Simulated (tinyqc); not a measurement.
Electromigration in a confined line: Blech product, Korhonen stress evolution and Black's law: one step, computed by the program tinyqc.

The electron wind pushes atoms from the cathode (x = 0) to the anode (x = L); blocking ends build a back stress (tension positive). The input rho is taken not to change with temperature. d sigma/dt = d/dx [kappa (d sigma/dx + G)], with zero flux at both ends and sigma = sigma_0 at t = 0.

Problem. Time to nucleate a void. sigma(x, t) = sigma_0 + G L [1/2 - x/L - 4 sum_(m odd) cos(m pi x/L) exp(-m^2 pi^2 s)/(m pi)^2], s = t/tau, summed to m = 399. Solve sigma(0, t) = sigma_c for s; the semi-infinite estimate is t = (pi/kappa) ((sigma_c - sigma_0)/(2 G))^2.

Inputs (values chosen for the exercise, close to those used for copper lines):

| quantity | value | unit |
|---|---|---|
| critical stress sigma_c | 74 | MPa |
| initial stress sigma_0 | 32 | MPa |
| line length L | 15 | um |
| test temperature T | 300 | C |

Start: thermal stress.

stress gradient G = 16.44403 MPa/um

tau = 4.992198 h

kappa = 1.251954e-14 m^2/s

Give: nucleation time; semi-infinite estimate.

Solution.

nucleation time = 0.1137 h

semi-infinite estimate = 0.1137 h

The two agree: the void nucleates before the far end is felt, so the time scales as 1/j^2 and not with L.
